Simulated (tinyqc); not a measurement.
Inside a calculation. Method: lattice vibrations of a chain. One step of it, computed by the program tinyqc.

Task: Frequencies. omega^2 are the eigenvalues; wavenumber = 521.4708 sqrt(eigenvalue) 1/cm.

D(q) (eV/(angstrom^2 u)):
```
                     1                    2
1             0.321652  -0.095550+0.085937i
2  -0.095550-0.085937i             1.266010
```

Give: eigenvalues; wavenumbers; weights |e|^2 of the mass-weighted modes.

Result:

eigenvalues: 0.3045  1.2832

wavenumbers (1/cm): 287.7  590.7

weights |e|^2 of the mass-weighted modes:
```
        mode 1  mode 2
atom 1  0.9825  0.0175
atom 2  0.0175  0.9825
```
